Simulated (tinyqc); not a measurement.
Width of the well: finite square well with mass mismatch (envelope functions).

A square well of width L and depth V0, mass mw inside and mb outside, energies from the bottom of the well, c = hbar^2/2m0. k = sqrt(mw E/c), kappa = sqrt(mb (V0 - E)/c). psi and psi'/m are continuous at the walls (BenDaniel-Duke), so level n solves k L + 2 atan[(k/mw)/(kappa/mb)] = n pi.

Constants: hbar^2/2m0 = 3.80998211 eV angstrom^2.

Parameters, chosen for this exercise (near those of a GaAs well in AlGaAs; not measured data):
- V0 = 0.227 eV (barrier height)
- mw = 0.0657 m0 (mass in the well)
- mb = 0.0902 m0 (mass in the barrier)
- Ls = (25, 31, 39, 49, 61, 77, 96) angstrom (widths)

Levels against L, beside the infinite well E1(hard) = c (pi/L)^2/mw; Pb is the probability of level 1 in the barriers; a dash marks an unbound level.

Levels:
```
L (angstrom),bound levels,E1 (eV),E2 (eV),E1(hard) (eV),Pb
25,1,0.1366,-,0.9158,0.397
31,1,0.1163,-,0.5956,0.304
39,1,0.0949,-,0.3763,0.218
49,1,0.0751,-,0.2384,0.150
61,2,0.0583,0.2077,0.1538,0.101
77,2,0.0434,0.1649,0.0965,0.064
96,2,0.0320,0.1249,0.0621,0.040
```

The infinite well overestimates E1 by a factor 6.70 at 25 angstrom and 1.94 at 96 angstrom. The local exponent d ln E1/d ln L goes from -0.75 (first two rows) to -1.38 (last two), towards the -2 of hard walls, as Pb falls from 0.397 to 0.040. E2 - E1 is largest at 61 angstrom of the widths listed.

(tinyqc, `OMP_NUM_THREADS=1 python tinyqc.py 1251825 1251826 out.jsonl`, Intel(R) Xeon(R) Processor @ 2.30GHz, 1 thread, shared host, about 0.01 s.)
